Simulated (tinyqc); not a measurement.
Ways to converge the cycle: SCF convergence aids in the sto-3g basis, for BeH2, spin multiplicity 1. Computed by the program tinyqc with PySCF. RHF with one setting changed at a time; a run stops when the energy changes by less than 1e-09 hartree and the error matrix is below 1e-5. The start is random orbitals. Damping d keeps d of the old density; a shift (hartree) raises the virtual levels; DIIS n extrapolates F over n matrices.

Geometry (angstrom):
```
atom       x        y       z
Be    0.0000   0.0000  0.0000
H     0.0000   1.4470  0.0000
H     0.0000  -1.4470  0.0000
```

lowest restricted solution found by these runs and by PySCF = -15.544122 hartree

Largest element of the error matrix X^T (FDS - SDF) X:
```
iteration    plain  damping 0.3  damping 0.6  shift 0.4   DIIS 3   DIIS 8
1          3.1e+00      3.1e+00      3.1e+00    3.1e+00  3.1e+00  3.1e+00
2          2.9e-01      9.6e-01      1.8e+00    4.9e-01  2.9e-01  2.9e-01
3          9.8e-02      3.5e-01      1.1e+00    2.0e-01  9.7e-02  9.7e-02
4          4.8e-02      1.3e-01      7.1e-01    1.7e-01  4.6e-02  4.6e-02
5          2.4e-02      5.4e-02      4.5e-01    1.3e-01  7.2e-03  7.7e-03
6          1.2e-02      3.4e-02      2.9e-01    9.5e-02  2.3e-03  2.0e-03
8          3.0e-03      1.5e-02      1.2e-01    4.8e-02  8.1e-05  2.2e-05
10         7.4e-04      6.2e-03      5.1e-02    2.3e-02  1.8e-06  1.1e-06
14         4.6e-05      1.1e-03      1.3e-02    5.5e-03        -        -
20               -      8.2e-05      3.4e-03    6.3e-04        -        -
30               -            -      3.6e-04    1.7e-05        -        -
45               -            -      1.3e-05          -        -        -
```

How each run ends:
```
run          iterations  E (hartree)         state
plain                17    -15.54412  lowest found
damping 0.3          26    -15.54412  lowest found
damping 0.6          47    -15.54412  lowest found
shift 0.4            32    -15.54412  lowest found
DIIS 3               11    -15.54412  lowest found
DIIS 8               10    -15.54412  lowest found
```

What does the comparison show, and why?

6 of 6 runs reach the lowest restricted solution found, in 10 to 47 iterations (fastest: DIIS 8). Plain steps already contract here, so damping only slows them. DIIS 3 and DIIS 8 gain by cancelling the error over several earlier matrices, much as a quasi-Newton step does.
